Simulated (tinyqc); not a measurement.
Composition and strain of an epitaxial Si(1-x)Ge(x) layer from Raman and X-ray peaks: one step, computed by the program tinyqc. Command: `OMP_NUM_THREADS=1 python tinyqc.py 3008077 3008078 out.jsonl epiraman walk`. One thread of a shared host (Intel(R) Xeon(R) Processor @ 2.30GHz), about 0.01 s of CPU time with the checks.

A (001) layer, biaxially strained in the plane. The Raman peaks follow empirical lines omega = w0 + c1 x + c3 x^3 + b eps (c3 for Si-Ge alone), with eps the in-plane strain.

Question. X-ray (004) reflection. Bragg angle theta = arcsin(2 lambda/a) for (004), for the substrate with a_sub and the layer with a_perp; separation in arc seconds.

Inputs (values chosen for the exercise, modelled on silicon-germanium): X-ray wavelength = 1.540598 angstrom.

Substrate: relaxed alloy buffer.

substrate constant a_sub = 5.56585 angstrom

a_perp = 5.679281 angstrom

Give: theta of the substrate; theta of the layer; separation, layer less substrate.

Answer.

theta of the substrate = 33.61 degree

theta of the layer = 32.86 degree

separation, layer less substrate = -2727 arcsec
